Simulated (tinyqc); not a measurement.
Short-channel transistor, virtual-source model with series resistance: one step of the calculation.

The current per gate width is the charge at the top of the source barrier (the virtual source) times its velocity times a saturation function; al and be are fitting constants of the model. Units: I in uA/um, Rs in ohm um, so I Rs = 1e-6 I Rs in volts; Q in uC/cm^2, so I = 1e-4 Q vx0 Fsat with vx0 in cm/s.

Problem. Current through the series resistance. Intrinsic voltages Vg' = Vgs - I Rs, Vd' = Vds - 2 I Rs. n = n0 + nd Vd', VT = VT0 - dl Vd', Ff = 1/(1 + exp((Vg' - VT + al Vt/2)/(al Vt))), Q = Cinv n Vt ln(1 + exp((Vg' - VT + al Vt Ff)/(n Vt))), Vdsat = (vx0 L/mu)(1 - Ff) + Vt Ff, Fsat = u/(1 + u^be)^(1/be) with u = Vd'/Vdsat, and I(out) = Q vx0 Fsat per width. (Fsat takes the sign of u.) Newton step: I(new) = I + (I(out) - I)/(1 - s), s = dI(out)/dI by a central difference with +/- 0.001 uA/um.

Parameters, values chosen for the exercise: temperature T = 350 K; inversion capacitance Cinv = 2.72 uF/cm^2; velocity at the virtual source vx0 = 6.15e6 cm/s; apparent mobility mu = 1300 cm^2/(V s); channel length L = 16 nm; threshold at zero drain voltage VT0 = 0.368 V; drain-induced barrier lowering dl = 0.164 V/V; subthreshold factor n0 = 1.49; growth of n with drain voltage nd = 0 1/V; threshold shift (in units of Vt) from weak to strong inversion al = 3.5; sharpness of saturation be = 2; series resistance of each contact Rs = 200 ohm um; gate voltage Vgs = 0.5 V; drain voltage Vds = 0.6 V.

Constants: q = 1.602176634e-19 C, kB = 1.380649e-23 J/K, Vt = kB T/q. Results are converted to the units shown.

I after iteration 1 = 280.48421 uA/um

Give: Vg'; Vd'; VT; Ff; Q; Vdsat; Fsat; I(out); s; I after iteration 2.

Solution.

Vg' = 0.44390 V
Vd' = 0.48781 V
VT = 0.28800 V
Ff = 0.12165
Q = 0.46181 uC/cm^2
Vdsat = 0.010318 V
Fsat = 0.99978
I(out) = 283.95 uA/um
s = -0.38784
I after iteration 2 = 282.98 uA/um

tinyqc, about 0.01 s, one thread, Intel Xeon 2.30GHz (shared host): `OMP_NUM_THREADS=1 python tinyqc.py 2380073 2380074 out.jsonl`
